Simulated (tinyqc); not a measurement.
Inside a calculation. Model: MESFET, gradual channel with velocity saturation.

Program tinyqc, `OMP_NUM_THREADS=1 python tinyqc.py 2500007 2500008 out.jsonl`; Intel Xeon 2.30GHz, shared host, one thread, about 0.04 s. Printed values are rounded.

A uniformly doped n-type channel, depleted from the top by a Schottky gate; at channel potential V the depleted share of a is u = sqrt((Vbi - Vg + V)/Vp), s at the source. Electrons drift with v = mu E/(1 + mu E/vsat). Abrupt depletion edge, no series resistance, source at 0.

Values chosen for this exercise; material values close to those of gallium nitride: temperature T = 350 K; relative permittivity of the semiconductor eps_r = 9.63; conduction-band density of states at T Nc = 2.89e18 cm^-3; donor density of the channel Nd = 6.7e16 cm^-3; channel thickness a = 170 nm; low-field mobility at this doping mu = 540 cm^2/(V s); saturation velocity vsat = 3.1e7 cm/s; gate length L = 0.3 um; gate width W = 50 um; Schottky barrier phiB = 0.84 V; gate voltage Vg = -0.6 V; drain voltage Vd = 0.36 V.

Constants: q = 1.602176634e-19 C, kB = 1.380649e-23 J/K, Vt = kB T/q, eps0 = 8.8541878128e-14 F/cm where lengths are in cm. Results are converted to the units shown.

Range of the model: The gate is shorter than twice a, where the gradual-channel approximation fails. The open channel at the source is under two Debye lengths thick, so the abrupt depletion edge is a rough picture.

## Built-in and pinch-off voltages

Vbi = phiB - Vt ln(Nc/Nd); Vp = q Nd a^2/(2 eps0 eps_r); G0 = q mu Nd a W/L; Z = mu Vp/(vsat L); s = sqrt((Vbi - Vg)/Vp). VT = Vbi - Vp.

Vbi = 0.7264656 V
Vp = 1.819190 V
VT = -1.092724 V
G0 = 16.42391 mS
Z = 1.056304
s = 0.8539039

Z = 1.06: velocity saturation matters.

## Current below saturation

u = sqrt((Vbi - Vg + Vd)/Vp). I = (G0 Vp/3) F/(1 + Z (u^2 - s^2)), F = 3 (u^2 - s^2) - 2 (u^3 - s^3), with u at V = Vd; Z = 0 gives constant mobility, for which u stops at 1.

u = 0.9628303
F = 0.05375359
I for Z = 0 = 0.5353538 mA
I = 0.4427953 mA

The falling mobility lowers the current by 17.3 %.

## Iteration 1: the saturation point by Newton steps

u at the start = 1

a is the channel (half-)thickness, Vp its pinch-off voltage and Z = mu Vp/(vsat L); an iterate with u > 1 is an overshoot, not a physical state. f = (1 - u)(1 + Z (u^2 - s^2)) - Z F/3, F = 3 (u^2 - s^2) - 2 (u^3 - s^3); f' = -(1 + Z (u^2 - s^2)); u(new) = u - f/f'.

f = -0.02034992
f' = -1.286098
u after iteration 1 = 0.9841770

## Iteration 2: the saturation point by Newton steps

As before.

f = -2.630690e-4
f' = -1.252935
u after iteration 2 = 0.9839670

## Course of the iteration: the saturation point by Newton steps

Stop when u changes by less than 1e-10, or after 60 iterations.

Course of the iteration:
```
iteration          u  |change|
1          0.9841770    0.0158
2          0.9839670   2.10e-4
3          0.9839670   3.66e-8
4          0.9839670   < 1e-14
```

Converged in 4 iterations. The change falls from 0.016 in the first iteration to below the tolerance in the last.

## Saturation voltage, current and transconductance

um = 0.9839670

Vdsat = Vp (um^2 - s^2); Isat = (G0 Vp/Z)(1 - um), which is q Nd vsat a W (1 - um); gm = G0 (um - s)/(1 + Z (um^2 - s^2)). For Z = 0: Vdsat = Vp (1 - s^2), Isat = (G0 Vp/3)(1 - 3 s^2 + 2 s^3), gm = G0 (1 - s).

Vdsat = 0.4348577 V
Isat = 0.4535033 mA
gm = 1.705508 mS
Vdsat for Z = 0 = 0.4927242 V
Isat for Z = 0 = 0.5756103 mA
gm for Z = 0 = 2.399470 mS

The current saturates with 1.60 % of the channel still open at the drain, at 0.788 of the constant-mobility current.
